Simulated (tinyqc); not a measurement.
Worked calculation: ROHF in the sto-6g basis, for H2+, spin multiplicity 2. One step of it, computed by the program tinyqc.

Question. Iteration 2: Roothaan effective Fock matrix. With projectors Pc = D(beta) S, Po = (D(alpha) - D(beta)) S, Pv = 1 - D(alpha) S, the block xy is Px^T F Py; with Fc = (F(alpha) + F(beta))/2, the blocks are Fc for cc, oo, vv and cv, F(beta) for co and F(alpha) for ov.

F(alpha) (hartree), order 1H 1s, 2H 1s:
```
[[-0.845340, -0.709976],
 [-0.709976, -0.815666]]
```

F(beta) (hartree), order 1H 1s, 2H 1s:
```
[[-0.319365, -0.327545],
 [-0.327545, -0.349162]]
```

D(alpha) after iteration 1, order 1H 1s, 2H 1s:
```
[[0.393171, 0.344626],
 [0.344626, 0.302075]]
```

D(beta) after iteration 1, order 1H 1s, 2H 1s:
```
[[0.000000, 0.000000],
 [0.000000, 0.000000]]
```

overlap S, order 1H 1s, 2H 1s:
```
[[1.000000, 0.442152],
 [0.442152, 1.000000]]
```

Give: effective F.

Answer.

effective F (hartree), order 1H 1s, 2H 1s:
```
[[-0.5894, -0.5181],
 [-0.5181, -0.5747]]
```
